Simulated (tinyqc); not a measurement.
Raman shift of the zone-centre optical phonon of a diamond-structure crystal under stress. Changing the stress sigma (tension positive). Computed by tinyqc, a small Python program. Command: `OMP_NUM_THREADS=1 python tinyqc.py 3028907 3028908 out.jsonl ramanstress sweep`. One thread of a shared host (Intel(R) Xeon(R) Processor @ 2.30GHz), about 0.01 s of CPU time with the checks.

Axes x, y, z are the cube axes. Strain shifts the threefold optical mode and can split it; p, q and r are the phonon deformation potentials.

Inputs (values chosen for the exercise, modelled on diamond): unstrained frequency omega_0 = 1330 1/cm; p/omega_0^2 = -2.7; q/omega_0^2 = -1.7; r/omega_0^2 = -1.97; C11 = 1090 GPa; C12 = 125.7 GPa; C44 = 579.6 GPa; polarisation angle phi = 10 degree; temperature coefficient d omega/dT = -0.011 1/(cm K); local temperature T = 310 K; laser wavelength = 457.9 nm.

Stress state: biaxial. Axis: [001].

Constants: h = 6.62607015e-34 J s; c = 299792458 m/s; k_B = 1.380649e-23 J/K.

Method:
- S11 = (C11 + C12)/D, S12 = -C12/D, D = (C11 - C12)(C11 + 2 C12), S44 = 1/C44.
- Equal biaxial stress in the plane normal to the axis (unit vector n): sigma_ij = sigma (delta_ij - n_i n_j).
- eps_xx = S11 sigma_xx + S12 (sigma_yy + sigma_zz), and cyclic; eps_xy = S44 sigma_xy/2 (tensor strain).
- Secular matrix: M_xx = p eps_xx + q (eps_yy + eps_zz), M_xy = 2 r eps_xy; its eigenvalues are omega^2 - omega_0^2, and the shifts are these over 2 omega_0.
- gamma = -(p + 2q)/(6 omega_0^2); the mean of the three shifts is -gamma omega_0 x (volume strain).
- Backscattering from a (001) surface: incident polarisation (cos phi, sin phi, 0). With Raman tensors (R_z)_xy = (R_z)_yx = 1 and cyclic, only the z component u_z of a mode counts: I = u_z^2 sin^2(2 phi) for parallel and u_z^2 cos^2(2 phi) for crossed polarisers. An unresolved line sits at the intensity-weighted shift, which is M_zz/(2 omega_0).
- A temperature above 300 K shifts the line by (d omega/dT)(T - 300 K); divided by the shift per stress it poses as a stress; the total shift adds it to the shift of the observed line. The anti-Stokes to Stokes ratio is [(omega_L + omega_0)/(omega_L - omega_0)]^3 exp(-h c omega_0/(k_B T)) in photon counts, omega_L = 1/wavelength, resonance effects left out.

One run for each value; columns: (1) stress sigma (tension positive) (GPa); (2) shift of the observed line (1/cm); (3) mean shift (1/cm); (4) volume strain (per mille); (5) total shift (1/cm):
```
(1)       (2)     (3)     (4)     (5)
-2.40   3.735   4.839  -3.578   3.625
-1.70   2.646   3.427  -2.535   2.536
-1.00   1.556   2.016  -1.491   1.446
-0.34   0.529   0.685  -0.507   0.419
0.34   -0.529  -0.685   0.507  -0.639
1.00   -1.556  -2.016   1.491  -1.666
1.70   -2.646  -3.427   2.535  -2.756
2.40   -3.735  -4.839   3.578  -3.845
```

Describe and explain the trends.

Over the rows, shift of the observed line (1/cm) falls from 3.74 to -3.74; mean shift (1/cm) falls from 4.84 to -4.84; volume strain (per mille) rises from -3.58 to 3.58. All stress shifts are linear and odd in sigma; the total is offset by the thermal shift, -0.110 per cm, and passes zero between sigma = -0.34 and 0.34 GPa, where stress and heating cancel.

Extremes, crossings and ranges named in words are read from the listed rows.
